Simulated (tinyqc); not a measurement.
From ratio v(1)/v(theta_0) back to starting coverage theta_0: bottom-up copper filling of a trench by curvature-enhanced accelerator coverage. Computed by tinyqc, a small Python program. Command: `OMP_NUM_THREADS=1 python tinyqc.py 3011544 3011545 out.jsonl superfill inv`. One thread of a shared host (Intel(R) Xeon(R) Processor @ 2.30GHz), about 0.09 s of CPU time with the checks.

A rectangular trench keeps vertical walls and a flat floor. An accelerator floats on the surface; where area is lost in the corners it is passed on to the floor.

Inputs (values chosen for the exercise, close to those used for damascene copper plating): exchange current of the suppressed surface i_0 = 0.01 mA/cm^2; exchange current of the accelerated surface i_1 = 2.1 mA/cm^2; transfer coefficient alpha = 0.54; overpotential eta = 0.093 V; cupric ion concentration C = 0.42 mol/l; diffusivity D = 5.8e-06 cm^2/s; boundary layer delta = 48 um; temperature T = 298 K.

Constants: e = 1.602176634e-19 C; N_A = 6.02214076e+23 1/mol; k_B = 8.617333262e-05 eV/K.

Method. Kinetic current i_k = [i_0 (1 - theta) + i_1 theta] exp(alpha eta/(k_B T)), limit i_L = 2 F D C/delta, i = 1/(1/i_k + 1/i_L); velocity v = i Omega/(2F), Omega = 7.11 cm^3/mol, F = e N_A. Depletion inside the trench is ignored.

Task: A run gave the result below. Find the starting coverage theta_0, known to lie between 0.0048 and 0.012.

ratio v(1)/v(theta_0) = 76.41755

Result:

Each step takes the trial c = (a f_b - b f_a)/(f_b - f_a), f being the result less the target and a, b, c the logarithms of the listed values; c replaces end b, the old b replaces a if the sign of f changed, and otherwise f_a is halved.

Scan of the range:
```
starting coverage theta_0  ratio v(1)/v(theta_0)
0.00480                                  91.1658
0.00559                                  84.2339
0.00651                                  77.3834
0.00759                                  70.6412
0.00884                                  64.1723
0.01030                                  57.9740
0.01200                                  52.1156
```

False position (Illinois rule, in the logarithm of the input) inside the bracket:
```
step       end a       end b       trial  ratio v(1)/v(theta_0)
1     0.00651000  0.00759000  0.00665473                76.4060
2     0.00651000  0.00665473  0.00665132                76.4288
3     0.00665473  0.00665132  0.00665300                76.4175
4     0.00665132  0.00665300  0.00665300                76.4176
```

Ratio v(1)/v(theta_0) falls at every point of a 13-point scan of the range (every second point is shown), so one value fits; it is bracketed by 0.00651 and 0.00759. Answer: starting coverage theta_0 = 0.006653.
